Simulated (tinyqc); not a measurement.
From results back to parameters: Shockley-Read-Hall recombination through one deep level. Three cases, with inputs chosen for the exercise.

Problem. Deep-level transient spectroscopy: the emission rate is en = gam sigma T^2 exp(-dE/kB T), dE = Ec - Et. Two rates were computed from hidden dE and sigma.

Constants: kB = 8.617333262e-05 eV/K.

Find: ln(en/T^2) at T1 and T2; dE; sigma.

Method. ln(en/T^2) against 1/T is a line of slope -dE/kB and intercept ln(gam sigma); plotting ln en alone would overstate dE by about 2 kB T.

Case 1.

Values chosen (out of a larger set: gap and densities of states near those of Si at this temperature; not measured data): gam = 6.9e+21 1/(cm^2 s K^2) (vth Nc/T^2, which does not depend on T); T1 = 103 K; T2 = 114 K.

en(T1) = 0.496030 1/s
en(T2) = 6.08919 1/s

Solution.

ln(en/T^2) at T1 and T2: -9.9706  -7.6659

dE = 0.212 eV
sigma = 1.6e-16 cm^2

Case 2.

Values chosen (out of a larger set: gap and densities of states near those of SiC at this temperature; not measured data): gam = 2.3e+21 1/(cm^2 s K^2) (vth Nc/T^2, which does not depend on T); T1 = 308 K; T2 = 346 K.

en(T1) = 79.3028 1/s
en(T2) = 1402.42 1/s

Solution.

ln(en/T^2) at T1 and T2: -7.0869  -4.4469

dE = 0.638 eV
sigma = 1.0e-14 cm^2

Case 3.

Values chosen (out of a larger set: gap and densities of states near those of GaN at this temperature; not measured data): gam = 5.6e+20 1/(cm^2 s K^2) (vth Nc/T^2, which does not depend on T); T1 = 354 K; T2 = 392 K.

en(T1) = 9.26881 1/s
en(T2) = 116.732 1/s

Solution.

ln(en/T^2) at T1 and T2: -9.5119  -7.1826

dE = 0.733 eV
sigma = 3.6e-15 cm^2

Computed by tinyqc, one run a case: `OMP_NUM_THREADS=1 python tinyqc.py N N+1 out.jsonl` with N = 1652508, 1652528, 1652562; one thread of a shared Intel(R) Xeon(R) Processor @ 2.30GHz, about 0.01 s a run at most.
